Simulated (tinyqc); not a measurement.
# Energy and delay of logic against supply voltage: effects of single changes

One expression serves below and above threshold: I(Vg) = Ik [ln(1 + exp((Vg - VT + dd V)/(al nf Vt)))]^al, with I_on = I(V) and I_off = I(0). Gate delay td = kd C V/I_on, clock period LD td. Per gate and cycle the switching energy is act C V^2 and the leakage energy I_off V LD td. No short-circuit current, no variation. Minima are sought above 0.09 V; below a few Vt gates no longer switch and the model has no meaning.

Inputs (values chosen for the exercise); values of the order met in logic technologies:
```
symbol,value,unit,meaning
T,378,K,temperature
VT,0.43,V,threshold voltage at zero drain bias
nf,1.19,,slope factor
dd,0.1,,barrier lowering per volt of supply
Ik,2.4,uA,specific current of a gate
al,1.6,,exponent of the current law
C,2.6,fF,load capacitance of a gate
kd,0.6,,delay factor
LD,20,,logic depth
act,0.1,,activity factor
```

Constants: q = 1.602176634e-19 C, kB = 1.380649e-23 J/K, Vt = kB T/q. Results are converted to the units shown.

Each table varies one quantity; the others keep the values above.

## Energy and delay against supply voltage

EDP = energy times td.

Energy and delay against supply voltage:
```
V (V),I_on (uA),I_off (nA),td (ps),switching (aJ),leakage (aJ),energy (aJ),EDP (fJ ps)
0.15,0.002549,0.05372,9.181e4,5.850,14.80,20.65,1895
0.27,0.07100,0.07319,5933,18.95,2.345,21.30,126.4
0.38,1.063,0.09719,557.7,37.54,0.4120,37.96,21.17
0.5,7.686,0.1324,101.5,65.00,0.1344,65.13,6.610
0.62,22.77,0.1804,42.48,99.94,0.09503,100.0,4.250
0.73,42.38,0.2395,26.87,138.6,0.09395,138.6,3.725
0.85,68.78,0.3262,19.28,187.8,0.1069,188.0,3.624
0.97,99.72,0.4443,15.17,244.6,0.1308,244.8,3.714
1.08,131.7,0.5897,12.79,303.3,0.1629,303.4,3.881
1.2,170.3,0.8029,10.99,374.4,0.2118,374.6,4.118
```

What does the table show?

td falls from 91800 to 11.0 ps; the energy rises from 20.6 to 375 aJ and the EDP goes from 1900 through a minimum of 3.62 (at V = 0.85 V among the rows listed) to 4.12 fJ ps. The exact minima lie at V = 0.205 V for the energy and 0.837 V for the EDP. Going from 1.2 V to the energy minimum saves a factor of 21.1 in energy and costs a factor of 2460 in delay. Below the minimum the leakage energy rises faster than the switching energy falls, because the clock period grows so steeply.

## Optimum supplies against the logic depth

Same model as above.

V_min minimises the energy and V_EDP the product of energy and td.

Optimum supplies against the logic depth:
```
LD,V_min (V),energy at V_min (aJ),leakage share (%),clock at V_min (MHz),V_EDP (V),clock at V_EDP (GHz)
12,0.1741,14.34,45.05,1.540,0.8374,4.196
20,0.2046,17.73,38.65,1.845,0.8374,2.518
30,0.2265,20.59,35.23,2.043,0.8375,1.679
50,0.2527,24.45,32.10,2.254,0.8377,1.008
80,0.2759,28.28,30.04,2.413,0.8379,0.6302
150,0.3061,33.95,28.24,2.565,0.8384,0.3365
```

As LD goes from 12 to 150, V_min rises from 0.174 to 0.306 V, the energy there rises from 14.3 to 33.9 aJ, the clock there rises from 1.54 to 2.56 MHz and V_EDP stays near 0.838 V. act and LD enter V_min only through the ratio act/LD.

Program tinyqc, `OMP_NUM_THREADS=1 python tinyqc.py 2082153 2082154 out.jsonl`; Intel Xeon 2.30GHz, shared host, one thread, about 0.01 s.
